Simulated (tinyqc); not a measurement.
Worked calculation: adsorption as a lattice gas: isotherms with interactions, competition, desorption peaks and saturation dose. Computed by tinyqc, a small Python program that keeps every step. Command: `OMP_NUM_THREADS=1 python tinyqc.py 3027777 3027778 out.jsonl adsorb walk`. One thread of a shared host (Intel(R) Xeon(R) Processor @ 2.30GHz), about 0.2 s of CPU time with the checks. Intermediate numbers are printed to about 7 digits and carried at full precision; extremes and crossings named in words are read from the listed rows.

One adsorbate per site; a molecule needs 2 empty sites. Gas and surface have the same temperature.

Inputs (values chosen for the exercise, for a model surface):

| quantity | value | unit |
|---|---|---|
| desorption energy E | 1.84 | eV |
| prefactor nu | 4.7e+14 | 1/s |
| pair energy w (positive repels) | 0.016 | eV |
| neighbours z | 4 | - |
| site density N_s | 6.4 | 1/nm^2 |
| molecular mass M | 222 | u |
| sticking coefficient s0 | 0.0021 | - |
| temperature T | 596 | K |
| pressure p | 0.25 | Pa |
| blocking by a second gas, K_B p_B | 0.24 | - |
| heating rate beta | 13 | K/s |
| initial coverage theta_0 | 0.1 | - |
| aspect ratio a (depth over diameter) of a hole | 100 | - |

Adsorption: dissociative (second order).

Constants: u = 1.6605390666e-27 kg; k_B = 1.380649e-23 J/K; k_B = 8.617333262e-05 eV/K.

## Flux and the Langmuir coverage

Flux F = p/sqrt(2 pi M k_B T); k_d = nu exp(-E/(k_B T)); 2 s0 F (1 - theta)^2 = N_s k_d theta^2, so y = sqrt(2 s0 F/(N_s k_d)), theta = y/(1 + y). With a second gas on the same sites theta = y/(1 + y + K_B p_B).

flux F = 1810.857 1/(nm^2 s)

k_d = 0.1297332 1/s

y = 3.026574

Langmuir coverage = 0.7516499

coverage with the second gas = 0.7093687

## Coverage with interactions

With u = w/(k_B T). Mean field: theta/(1 - theta) = y exp(-z u theta). Quasi-chemical: theta/(1 - theta) = y [(r - 1 + 2 theta)(1 - theta)/((r + 1 - 2 theta) theta)]^(-z/2) exp(-z u/2), r = sqrt(1 - 4 theta (1 - theta)(1 - exp(-u))).

u = 0.3115307

coverage, mean field = 0.5915334

coverage, quasi-chemical = 0.5898894

Repulsion lowers the coverage from 0.7516. Both theories put half coverage at ln y = z u/2 = 0.623; here ln y = 1.107.

## Isotherms

The formulas are those given above.

Coverage; the first column is ln y - z u/2:

| ln y - z u/2 | no interaction | mean field | quasi-chemical |
|---|---|---|---|
| -5.0 | 0.0124079 | 0.0122226 | 0.0122474 |
| -3.0 | 0.0849482 | 0.0777166 | 0.0784525 |
| -2.0 | 0.2015011 | 0.1696220 | 0.1717641 |
| -1.0 | 0.4068655 | 0.3162559 | 0.3189412 |
| -0.5 | 0.5307266 | 0.4055664 | 0.4072555 |
| 0.0 | 0.6509145 | 0.5000000 | 0.5000000 |
| 0.5 | 0.7545561 | 0.5944336 | 0.5927445 |
| 1.0 | 0.8352169 | 0.6837441 | 0.6810588 |
| 2.0 | 0.9323311 | 0.8303780 | 0.8282359 |
| 3.0 | 0.9739936 | 0.9222834 | 0.9215475 |
| 5.0 | 0.9963994 | 0.9877774 | 0.9877526 |

At half coverage the slope d theta/d ln y is 1/4 without interaction, 1/(4 + z u) = 0.191 in mean field and 0.187 in the pair theory, 1/[4 + 2 z (exp(u/2) - 1)]. Repulsion spreads the filling over a wider range of pressure; the two theories differ by at most 0.0027 in these rows.

## Desorption peak without interaction

The peak obeys E/(k_B T_p^2) = (nu theta_0/beta) exp(-E/(k_B T_p)) if theta at the peak is theta_0/2. Redhead's shortcut, with the constant 3.46 (3.64 is also in use), reads E back as k_B T_p [ln(nu' T_p/beta) - 3.46], nu' = nu theta_0.

peak temperature T_p = 668.1704 K

E by Redhead's shortcut = 1.840252 eV

The shortcut misses by +0.01 %, since 3.46 stands for ln(E/(k_B T_p)) = 3.46. A prefactor wrong by a factor 100 would shift E by 0.265 eV.

## Peak against initial coverage

Heating at the rate beta: d theta/dT = -(nu/beta) theta^2 exp(-[E - 2 z w theta]/(k_B T)). Integrated numerically (relative tolerance 1e-9); T_p is the maximum of the rate.

Peak temperatures (K):

| theta_0 | w = 0 | with w |
|---|---|---|
| 0.1 | 667.0764 | 663.2645 |
| 0.3 | 646.2116 | 635.0766 |
| 0.5 | 636.9356 | 618.5453 |
| 0.7 | 630.9656 | 605.3219 |
| 0.9 | 626.5770 | 593.6584 |

Without interaction the peak moves down by 40.5 K, the mark of second order; with w it moves by -69.6 K.

## Dose to saturate, flat and in a hole

Without desorption or interaction, 99 % coverage needs the time 99 N_s/(2 s0 F). For a round hole of aspect ratio a in molecular flow with unit sticking (Gordon), the time is N_s/(2F) x [1 + (19/4) a + (3/2) a^2]. The larger of the two times is a rough guide.

time on a flat surface = 83.30702 s

time for the hole = 27.34793 s

The surface reaction is the slower step. Caution: with k_d = nu exp(-E/(k_B T)) of these inputs desorption is not negligible over the time on a flat surface, so without interaction 99 % coverage is not reached.

Checks made by the program: quasi-chemical form at low coverage and at the symmetry point (relative difference 1e-07); T_p against the integrated rate equation (relative difference 2e-03).
